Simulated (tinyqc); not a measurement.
Changing the total pressure p: chemical vapour deposition: Grove model, boundary layer, depletion and step coverage. Computed by tinyqc, a small Python program. Command: `OMP_NUM_THREADS=1 python tinyqc.py 3030890 3030891 out.jsonl cvd sweep`. One thread of a shared host (Intel(R) Xeon(R) Processor @ 2.30GHz), about 0.01 s of CPU time with the checks.

A precursor diffuses to the surface and reacts there at first order; each molecule that reacts adds one formula unit of film.

Inputs (values chosen for the exercise, close to those used for polysilicon from silane):
```
quantity                                       value                unit
prefactor k0 of k_s                          4.7e+07                cm/s
activation energy E                             1.55                  eV
temperature T                                    730                   C
mole fraction of the precursor Y                0.26                   -
gas diffusivity D0 at 273.15 K and 760 torr     0.12              cm^2/s
film density N                                 5e+22  formula units/cm^3
precursor mass M                                  32                   u
trench width w                                 0.064                  um
aspect ratio of the trench                        30                   -
wafer radius R                                    15                  cm
wafer spacing s                                  0.3                  cm
```

Reactor: wafer stack, low pressure.

Constants: k_B = 1.380649e-23 J/K; u = 1.6605390666e-27 kg; k_B = 8.617333262e-05 eV/K.

Method:
- k_s = k0 exp(-E/(k_B T)); C_g = Y p/(k_B T), 1 torr = 133.322 Pa; D = D0 (T/273.15)^1.75 (760/p).
- Temperatures in kelvin are T(C) + 273.15.
- Mean speed c = sqrt(8 k_B T/(pi M)); reactive sticking probability beta = 4 k_s/c.
- Between two wafers the gas diffuses inward and reacts on both faces: (D/r) d/dr (r dC/dr) = 2 k_s C/s, so C(r)/C_g = I0(phi r/R)/I0(phi) with phi^2 = 2 k_s R^2/(s D); G(r) = k_s C(r)/N, 1 cm/s = 6e8 nm/min; the mean over the wafer is eta = 2 I1(phi)/(phi I0(phi)).
- In a long trench of width w and depth l = aspect ratio x w: Knudsen diffusivity D_K = (2w) c/3 (hydraulic diameter 2w), combined as 1/D_e = 1/D_K + 1/D; D_e d2C/dz2 = 2 k_s C/w with D_e dC/dz = -k_s C at the floor. With m = sqrt(2 k_s/(w D_e)): C(floor)/C(top) = 1/[cosh(m l) + (k_s/(D_e m)) sinh(m l)].

One run for each value; columns: (1) total pressure p (torr); (2) growth rate G at the edge (nm/min); (3) rate at the centre over rate at the edge; (4) step coverage; (5) gas diffusivity D (cm^2/s):
```
(1)       (2)      (3)      (4)    (5)
0.014   0.323  0.99548  0.98700  63468
0.027   0.622  0.99131  0.98700  32909
0.052   1.198  0.98337  0.98700  17088
0.100   2.305  0.96839  0.98700   8886
0.190   4.379  0.94119  0.98700   4677
0.380   8.757  0.88739  0.98700   2338
0.730  16.823  0.79953  0.98700   1217
1.400  32.263  0.66339  0.98700    635
```

Over the rows, growth rate G at the edge (nm/min) rises from 0.323 to 32.3 (exponent d ln y / d ln x about 1.0 throughout); rate at the centre over rate at the edge falls from 0.995 to 0.663 (exponent d ln y / d ln x -0.0064 between the first rows and -0.29 between the last); step coverage falls from 0.9870037 to 0.9869967. The exponent of growth rate G at the edge stays at 1: reaction control: C_g is proportional to p.

Caution (rows 0.0140, 0.0270, 0.0520, 0.100, 0.190): the mean free path 3D/c is comparable with or larger than the wafer spacing, where wall collisions cap D near (2s) c/3 and the lag is larger than computed. Caution (all rows): the hydraulic-diameter form of D_K is rough for a slit.
